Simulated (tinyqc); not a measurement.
What moves the optical constants: free-carrier optics of a doped semiconductor (Drude model with one polar phonon).

eps(E) = ei [1 - Ep^2/(E^2 + i E Gam)] + (es - ei) wT^2/(wT^2 - E^2 - i E gT), with Ep^2 = 8 pi c (e^2/(4 pi eps0)) N/(m ei), c = hbar^2/2m0, N in 1/angstrom^3 (1e-24 per 1/cm^3); Gam = hbar/tau, tau = mu m m0/e with m0/e = 5.685630e-12 kg/C and mu in m^2/(V s). Energies in meV.

n + i k = sqrt(eps1 + i eps2) with k >= 0; R = ((n - 1)^2 + k^2)/((n + 1)^2 + k^2) at normal incidence from vacuum; alpha = 2 E k/(hbar c), times 1e8 for 1/cm; loss function Im(-1/eps) = eps2/(eps1^2 + eps2^2).

Constants: hbar^2/2m0 = 3.80998211 eV angstrom^2; e^2/(4 pi eps0) = 14.39964547 eV angstrom; hbar = 6.58211957e-16 eV s; hbar c = 1973.269805 eV angstrom.

Inputs chosen for the exercise (mass and dielectric values near those of InSb; N and mu are free inputs; interband absorption and the rise of the mass with filling are left out; shifted at random, so the results belong to these values and not to a real crystal):
```
symbol  value    unit        meaning
N       3.7e+16  1/cm^3      carrier density
m       0.0141   m0          conductivity mass
mu      16000    cm^2/(V s)  mobility
ei      15.66                high-frequency dielectric constant
wT      21.9     meV         TO phonon
es      16.86                static dielectric constant
gT      0.9      meV         phonon damping
E       19.5     meV         photon energy
```

At the energy E.

One parameter was then changed.

Results before and after:
```
case     Ep (meV)  Gam (meV)       R  alpha (1/cm)
base        15.20       5.13  0.3213           928
changed     13.88       4.28  0.3358           705
```

Which of these changes was made? (a) mu = 9600 cm^2/(V s); (b) m = 0.0169 m0; (c) N = 5.55e+16 1/cm^3; (d) E = 23.4 meV; (e) ei = 16.44.

Answer: (b) m = 0.0169 m0. Of the candidates, run in turn, only this one gives the changed row.

All candidates:
```
case                  Ep (meV)  Gam (meV)       R  alpha (1/cm)
base                     15.20       5.13  0.3213           928
N = 5.55e+16 1/cm^3      18.62       5.13  0.2682      1.52e+03
m = 0.0169 m0            13.88       4.28  0.3358           705
mu = 9600 cm^2/(V s)     15.20       8.55  0.3407      1.20e+03
ei = 16.44               14.84       5.13  0.2720           854
E = 23.4 meV             15.20       5.13  0.2029      2.64e+03
```

(tinyqc, `OMP_NUM_THREADS=1 python tinyqc.py 1650958 1650959 out.jsonl`, Intel(R) Xeon(R) Processor @ 2.30GHz, 1 thread, shared host, about 0.01 s.)
